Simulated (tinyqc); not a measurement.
How far the fits carry: temperature and isotope dependence of a band gap in oscillator models.

E(T) = E0 - sum_i sl_i th_i n_i(T), n = 1/(exp(th/T) - 1). The same coupling lowers the gap at 0 K by the zero-point term ZP = sum_i sl_i th_i/2, so the gap of the static lattice is E0 + ZP. Thermal expansion is taken as part of the slopes.

Two-parameter forms are made to pass through the falls at the two temperatures T12: Varshni aV T^2/(T + bV), from the line T^2/fall = (T + bV)/aV; one oscillator s1 t1/(exp(t1/T) - 1), with t1 from the ratio of the falls.

Parameters, chosen for this exercise (near those of InP; shifted at random, so the results belong to these values and not to a real crystal): E0 = 1.428 eV (gap at 0 K); th = (114, 370) K (temperatures of two oscillators); sl = (0.0627, 0.3293) meV/K (their high-temperature slopes); T12 = (210, 430) K (temperatures of the fits).

Falls of the gap from E0, and errors of the two fits against the model.

Results:
```
T (K)  fall (meV)  Varshni - model (meV)  one oscillator - model (meV)  fall/ZP
20           0.02                   0.41                         -0.02    0.000
50           0.89                   1.68                         -0.66    0.014
100          6.45                   2.97                         -0.90    0.100
200         32.04                   0.32                         -0.05    0.497
300         65.55                  -1.77                          0.20    1.016
400        101.74                  -0.85                          0.08    1.577
600        177.04                   8.95                         -0.64    2.745
800        253.87                  26.18                         -1.62    3.936
```

Below the first fit point the largest errors are +2.97 meV (Varshni, 100 K, on a fall of 6.45 meV) and -0.90 meV (one oscillator, 100 K); a T^2 law cannot freeze out; a single oscillator misses the soft modes. At 800 K, beyond the second fit point, they are +26.2 and -1.6 meV, so the oscillator extrapolates better here. The thermal fall equals ZP between 200 and 300 K.

Program tinyqc; command `OMP_NUM_THREADS=1 python tinyqc.py 1850604 1850605 out.jsonl`; about 0.01 s on one thread of a shared Intel(R) Xeon(R) Processor @ 2.30GHz.
